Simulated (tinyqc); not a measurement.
Size of the test strain: deformation potentials from a strained empirical pseudopotential.

Diamond lattice, no spin-orbit coupling. Atomic form factor V(q) = a1 (q^2 - a2)/(a3 exp(a4 q^2) - 1) in rydberg with q in 1/bohr, for the unstrained cell. Under a strain e the reciprocal vectors and k go over into (1 + e)^(-1) G, the atoms sit at +/- tau with tau = (1 + e) a (1,1,1)/8 - zeta a (eyz, ezx, exy)/4, and H(G,G') = c |k + G|^2 delta + (V(q)/det(1 + e)) cos(q.tau), q = G - G', with the term q = 0 left out; c = hbar^2/2m0. The basis is fixed before straining: all G with |k + G|^2 up to 16 (2 pi/a)^2. k is given in units of 2 pi/a of the unstrained cell.

Constants: hbar^2/2m0 = 3.80998211 eV angstrom^2; Ry = 13.60569312 eV; a0 (Bohr radius) = 0.5291772105 angstrom.

Inputs chosen for the exercise (out of a larger set: near those of Si; not measured data): a = 5.427 angstrom (lattice constant); A = (0.534, 2.168, 2.071, 0.484) (a1 (Ry bohr^2), a2 (1/bohr^2), a3, a4 (bohr^2)); kD = 0.82 2 pi/a (position of the Delta minimum).

e = diag(-h/2, -h/2, h). Xu = [E(Delta z) - E(Delta x)]/(1.5 h) at fixed kD, b = [E(Z) - E(X, Y)]/(4.5 h); one-sided from +h alone, central from +h and -h.

Results (eV):

| h | Xu one-sided | Xu central | b one-sided | b central |
|---|---|---|---|---|
| 0.0010 | 8.101 | 8.106 | -3.251 | -3.247 |
| 0.0050 | 8.080 | 8.107 | -3.268 | -3.247 |
| 0.0100 | 8.055 | 8.108 | -3.288 | -3.247 |
| 0.0200 | 8.007 | 8.112 | -3.330 | -3.248 |
| 0.0300 | 7.961 | 8.118 | -3.372 | -3.250 |

Give the missing row, h = 0.0025.

Computed row:
```
h       Xu one-sided  Xu central  b one-sided  b central
0.0025         8.093       8.106       -3.257     -3.247
```

From h = 0.001 to 0.03 the one-sided Xu drifts by -0.140 eV and the central one by +0.012 eV; for b the drifts are -0.121 and -0.003 eV. The central difference cancels the term of second order in the strain, so its error goes as h^2. At h = 0.02 the linear law errs by 1.2 % for the valley splitting and 2.6 % for the valence splitting.

Run: tinyqc, `OMP_NUM_THREADS=1 python tinyqc.py 1881010 1881011 out.jsonl`; Intel(R) Xeon(R) Processor @ 2.30GHz, one thread, shared host; about 0.2 s of CPU time with all checks.
